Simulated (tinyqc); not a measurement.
Thin-film transistor with exponential tail and deep states, accumulation layer: one step of the calculation.

An undoped film in accumulation, thicker than the space-charge layer. With band bending psi the Fermi level lies E0 - psi below the band edge. Free electrons n = n0 exp(psi/Vt) carry the current; electrons in two exponential distributions of traps, a = a0 exp(psi/Va) and d = d0 exp(psi/Vp), do not. Linear regime, ohmic contacts, traps in equilibrium.

Question. Free and total charge, current. Va = kB Tt/q, Vp = kB Td/q. G(psi) = sum over the three kinds of c0 [V (exp(psi/V) - 1) - psi], field F = sqrt(2 q G/(eps0 eps_r)); Vg = psi + eps0 eps_r F/Ci at the surface. Total charge Q = Ci (Vg - psi_s); free charge Qf = q times the integral of n0 (exp(psi/Vt) - 1)/F over psi from 0 to psi_s; I = (W/L) mb Qf Vd; effective mobility mb Qf/Q.

Parameters, values chosen for the exercise; values close to those of an organic semiconductor:

| symbol | value | unit | meaning |
|---|---|---|---|
| T | 290 | K | temperature |
| eps_r | 3.2 |  | relative permittivity of the semiconductor |
| mb | 2.6 | cm^2/(V s) | band mobility |
| Tt | 420 | K | characteristic temperature of the tail |
| Td | 1150 | K | characteristic temperature of the deep states |
| Ci | 60 | nF/cm^2 | gate capacitance |
| WL | 5 |  | ratio W/L |
| Vd | 0.2 | V | drain voltage |
| Vg | 5.8 | V | gate voltage above flat band |

Constants: q = 1.602176634e-19 C, kB = 1.380649e-23 J/K, Vt = kB T/q, eps0 = 8.8541878128e-14 F/cm where lengths are in cm. Results are converted to the units shown.

psi_s = 0.415952386 V
n0 = 3.66179449e11 cm^-3
a0 = 2.77039554e14 cm^-3
d0 = 1.98141487e15 cm^-3

Wanted: surface densities; Q; Qf; effective mobility; I.

Answer.

surface densities (cm^-3): free 6.1993e18, tail 2.7149e19, deep 1.3178e17
Q = 323.04 nC/cm^2
Qf = 33.737 nC/cm^2
effective mobility = 0.27153 cm^2/(V s)
I = 87.717 nA

Numbers from tinyqc (`OMP_NUM_THREADS=1 python tinyqc.py 2610114 2610115 out.jsonl`; about 0.02 s on one thread of a shared Intel Xeon 2.30GHz).
